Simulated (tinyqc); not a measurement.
# Field from the level spacing

Question. In a triangular well E_k = a_k (C F^2/mz1)^(1/3), a_1 = 2.338107, a_2 = 4.087949, C = hbar^2/(2 m0), F in eV/nm (1 MV/cm = 0.1 eV/nm). Find F, E_1, the mean distance 2 E_1/(3 F) of the lowest level and the sheet charge eps0 eps_r F/q behind such a field.

Values chosen for this exercise:
- eps_r = 9.39 (relative permittivity)
- mz1 = 0.198 m0 (mass along z of valley set A (1 valley(s)))

Constants: q = 1.602176634e-19 C, hbar = 1.054571817e-34 J s, m0 = 9.1093837015e-31 kg, eps0 = 8.8541878128e-14 F/cm where lengths are in cm, hbar^2/(2 m0) = 0.0380998212 eV nm^2. Results are converted to the units shown.

spacing of the two lowest levels = 190.67511 meV

Answer. The spacing over a_2 - a_1 is the energy scale (C F^2/mz1)^(1/3), which gives F.

F = 0.820 MV/cm
E_1 = 255 meV
mean distance = 2.07 nm
sheet charge over q = 4.26e12 cm^-2

Numbers from tinyqc (`OMP_NUM_THREADS=1 python tinyqc.py 2160048 2160049 out.jsonl`; about 0.4 s on one thread of a shared Intel Xeon 2.30GHz).
